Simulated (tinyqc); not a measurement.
A ladder of methods, and size consistency: correlation methods against full CI in the sto-3g basis, for H4, spin multiplicity 1. Computed by the program tinyqc with PySCF. All electrons correlated; +Q is the Davidson correction (1 - c0^2) E_corr. The last columns treat two copies 100 angstrom apart as one system. FCI is the lowest singlet.

Geometry (angstrom):
```
atom       x       y       z
H     0.0000  0.0000  0.0000
H     0.0000  0.0000  0.8620
H     0.0000  0.0000  2.0510
H     0.0000  0.0000  2.9140
```

RHF energy of one = -2.176238 hartree

Correlation energies (hartree):
```
method   E_corr of one  share of FCI (%)  E_corr of two at 100 angstrom  two minus twice one (mhartree)
MP2          -0.032797           63.4914                      -0.065594                          0.0000
CISD         -0.050811           98.3642                      -0.098250                          3.3722
CISD+Q       -0.052616          101.8593                      -0.104556                          0.6771
CCSD         -0.051593           99.8773                      -0.103185                          0.0000
CCSD(T)      -0.051636           99.9618                      -0.103273                          0.0000
FCI          -0.051656          100.0000                              -                               -
```

What does the comparison show, and why?

MP2 recovers 63 %, CISD 98.4 % and CCSD 99.9 % of the FCI value (c0^2 = 0.964 in CISD). MP2 and coupled cluster are size consistent, so their last column vanishes; CISD loses 3.37 mhartree, since a double excitation on each copy is a quadruple of the pair, and the Davidson correction leaves +0.68.
